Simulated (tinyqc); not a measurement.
One mass for the acceptor? Model: shallow acceptor in the spherical model (Baldereschi-Lipari), strong spin-orbit limit. Computed by tinyqc, a small Python program. Command: `OMP_NUM_THREADS=1 python tinyqc.py 3030814 3030815 out.jsonl acceptor walk`. One thread of a shared host (Intel(R) Xeon(R) Processor @ 2.30GHz), about 0.01 s of CPU time with the checks.

The 1S(3/2) state has an s envelope f(r) and a d envelope g(r). In effective units they obey -(f'' + 2f'/r + 2f/r) + mu (g'' + 5g'/r + 3g/r^2) = E f and -(g'' + 2g'/r - 6g/r^2 + 2g/r) + mu (f'' - f'/r) = E g. The cubic term, the split-off band and the central cell are left out.

Inputs (values chosen for the exercise, modelled on GaP):
```
quantity                 value  unit
Luttinger gamma_1         4.07     -
Luttinger gamma_2        0.474     -
Luttinger gamma_3         1.27     -
dielectric constant eps   10.8     -
spin-orbit gap Delta_so     79   meV
```

Constants: Ry = 13.605693123 eV; a_0 = 0.529177210903 angstrom.

Method:
- Ry* = Ry/(gamma_1 eps^2), a* = a_0 eps gamma_1, mu = (6 gamma_3 + 4 gamma_2)/(5 gamma_1), delta = (gamma_3 - gamma_2)/gamma_1; spherical masses 1/(gamma_1 (1 - mu)) (heavy) and 1/(gamma_1 (1 + mu)) (light).
- Basis: f_i = exp(-zeta_i r), g_i = r exp(-zeta_i r), weight r^2 dr, s = zeta_i + zeta_j. S_ff = 2/s^3, H_ff = zeta_i zeta_j S_ff - 2/s^2; S_gg = 24/s^5, H_gg = 8/s^3 + 24 zeta_i zeta_j/s^5 - 12/s^4; H(f_i, g_j) = mu (6 zeta_i^2/s^4 + 2 zeta_i/s^3); S_fg = 0. Each function is normalised by sqrt(S_ii).
- Large basis: zeta_i = 0.08 x 1.55^(i-1), i = 1..20 in each channel; overlap eigenvalues below 1e-11 are dropped.
- Binding energies are -E Ry*; the mass that fits is E(1S) eps^2/Ry.
- Hydrogenic binding Ry m/eps^2; the density-of-states mass is (m_H^(3/2) + m_L^(3/2))^(2/3); errors are against the large basis.

light-hole mass = 0.167414 m_0

heavy-hole mass = 0.461510 m_0

1S(3/2) binding energy = 35.8471 meV

1S binding energy:
```
mass                     value (m_0)  binding (meV)  error (%)
light hole                   0.16741         19.528    -45.523
1/gamma_1                    0.24570         28.660    -20.049
mean of heavy and light      0.31446         36.681      2.326
heavy hole                   0.46151         53.834     50.176
density of states            0.52649         61.414     71.322
```

What does the comparison show, and why?

The coupled result, 35.85 meV, lies between the 1/gamma_1 value (no coupling) and the heavy-hole value; the closest single rule here is "mean of heavy and light", off by +2.3 %. Caution: gamma_3 and gamma_2 differ by more than 0.17 gamma_1: band warping, left out here, adds several per cent to the binding. Caution: the binding exceeds a fifth of the spin-orbit gap Delta_so, so the split-off band, left out, matters.
